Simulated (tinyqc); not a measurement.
# Worked calculation: thin-body transistor below threshold, two-dimensional Poisson equation on a small mesh

Computed by the program tinyqc: `OMP_NUM_THREADS=1 python tinyqc.py 2480042 2480043 out.jsonl`, one thread of a shared Intel Xeon 2.30GHz, about 0.1 s for the whole run. Printed values are rounded.

A thin body on a thick buried insulator of low permittivity, taken as carrying no normal field at the bottom of the body (row 0). Mobile charge is neglected (subthreshold), the body is fully depleted, and potentials are counted from the intrinsic level; rows run upward to the gate, columns from source to drain.

Inputs (values chosen for the exercise); semiconductor permittivity close to that of gallium nitride:
```
symbol,value,unit,meaning
T,300,K,temperature
eps_r,9.43,,relative permittivity of the semiconductor
eox,9,,relative permittivity of the insulator
tb,5,nm,body thickness
tox,2.5,nm,insulator thickness
L,29,nm,channel length
Na,0,cm^-3,acceptor density of the depleted body
Vbi,0.59,V,potential of the source
Vfb,0.14,V,gate offset
Vg,0.1,V,gate voltage
Vd,1,V,drain voltage
```

Constants: q = 1.602176634e-19 C, kB = 1.380649e-23 J/K, Vt = kB T/q, eps0 = 8.8541878128e-14 F/cm where lengths are in cm. Results are converted to the units shown.

## Coefficients of the five-point equations

Mesh: rows i = 0..2 in the semiconductor (step hs = tb/2, row 2 on the interface), then 2 step(s) ho = tox/2 up to the gate row 4; columns j = 0..5 (step hy = L/5). Box integration, divided by eps0: up_i = eps hy/h of the interval above row i, dn_i = that of the interval below (0 for row 0), lat_i = (sum of eps h/2 over the intervals above and below)/hy, s_i = -q Na w_i hy/eps0 with w_i the semiconductor height of the box (hs/2 for row 0 and the interface row, hs between, 0 in the insulator). Each free node obeys (up + dn + 2 lat) psi = up psi(above) + dn psi(below) + lat [psi(left) + psi(right)] + s.

```
row	up	dn	lat	s (V)
0	21.8776	0	2.03233	0
1	21.8776	21.8776	4.06466	0
2	41.76	21.8776	3.00216	0
3	41.76	41.76	1.93966	0
```

## Iteration 1: Jacobi sweep

psi at the start (fixed values on the edges, free nodes linear between source and drain columns) (V):
```
	j=0	j=1	j=2	j=3	j=4	j=5
row 0	0.59000	0.79000	0.99000	1.19000	1.39000	1.59000
row 1	0.59000	0.79000	0.99000	1.19000	1.39000	1.59000
row 2	0.59000	0.79000	0.99000	1.19000	1.39000	1.59000
row 3	0.27500	0.37500	0.47500	0.57500	0.67500	0.77500
row 4	-0.04000	-0.04000	-0.04000	-0.04000	-0.04000	-0.04000
```

Free nodes: rows 0..3, columns 1..4, taken row by row from row 0, left to right. t = (up psi(above) + dn psi(below) + lat [psi(left) + psi(right)] + s)/(up + dn + 2 lat), with all neighbours from the previous sweep; psi(new) = t.

psi after iteration 1 (V):
```
	j=0	j=1	j=2	j=3	j=4	j=5
row 0	0.59000	0.79000	0.99000	1.19000	1.39000	1.59000
row 1	0.59000	0.79000	0.99000	1.19000	1.39000	1.59000
row 2	0.59000	0.54115	0.68119	0.82122	0.96126	1.59000
row 3	0.27500	0.37500	0.47500	0.57500	0.67500	0.77500
row 4	-0.04000	-0.04000	-0.04000	-0.04000	-0.04000	-0.04000
```

## Iteration 2: Jacobi sweep

As before.

psi after iteration 2 (V):
```
	j=0	j=1	j=2	j=3	j=4	j=5
row 0	0.59000	0.79000	0.99000	1.19000	1.39000	1.59000
row 1	0.59000	0.68507	0.85979	1.03450	1.20922	1.59000
row 2	0.59000	0.52784	0.65456	0.78943	0.94536	1.59000
row 3	0.27500	0.25610	0.32745	0.39880	0.47014	0.77500
row 4	-0.04000	-0.04000	-0.04000	-0.04000	-0.04000	-0.04000
```

## Course of the iteration: Jacobi sweep

Stop when the largest change of psi is below 1e-7 V, or after 400 iterations. Fixed values: gate row Vg - Vfb; column 0 at Vbi and the last column at Vbi + Vd in the semiconductor, each running linearly to Vg - Vfb across the insulator.

Course of the iteration:
```
iteration	psi at row 0, j = 2 (V)	largest |change| of one entry (V)
1	0.99	0.429
2	0.99	0.205
3	0.880188	0.181
4	0.836309	0.144
5	0.741197	0.125
6	0.685570	0.0991
7	0.612686	0.0887
8	0.560683	0.0679
9	0.505171	0.0621
...	...	...
106	0.103763	2.53e-7
107	0.103763	2.22e-7
108	0.103762	1.96e-7
109	0.103762	1.72e-7
110	0.103762	1.51e-7
111	0.103762	1.33e-7
112	0.103762	1.17e-7
113	0.103762	1.03e-7
114	0.103762	9.09e-8
```

Converged in 114 iterations. At the end each change is about 0.88 times the one before: linear convergence.

## Barrier, swing and barrier lowering

converged psi (V):
```
	j=0	j=1	j=2	j=3	j=4	j=5
row 0	0.59000	0.21451	0.10376	0.18835	0.57660	1.59000
row 1	0.59000	0.18992	0.08561	0.16015	0.51852	1.59000
row 2	0.59000	0.11038	0.03424	0.07920	0.32796	1.59000
row 3	0.27500	0.03970	-0.00138	0.02215	0.15528	0.77500
row 4	-0.04000	-0.04000	-0.04000	-0.04000	-0.04000	-0.04000
```

d psi/dVg on row 0: j=0 0.000000, j=1 0.614553, j=2 0.835347, j=3 0.835347, j=4 0.614553, j=5 0.000000
d psi/dVd on row 0: j=0 0.00000, j=1 0.01168, j=2 0.04003, j=3 0.12462, j=4 0.37376, j=5 1.00000

The barrier is read along row 0, the path farthest from the gate. Take the node j of lowest psi: barrier Vbi - psi_j; swing Vt ln 10/(d psi_j/dVg); DIBL = (d psi_j/dVd)/(d psi_j/dVg). The derivatives solve the same equations with s = 0 and a unit change of that voltage.

j = 2
barrier = 0.486239 V
swing = 71.2595 mV/decade
DIBL = 47.9201 mV/V

A mesh of 12, 8 and 80 steps (semiconductor, insulator, channel) gives a barrier of 0.508 V, a swing of 68.8 mV a decade and a DIBL of 42.9 mV/V; the small mesh puts the barrier 4.3 % below that.
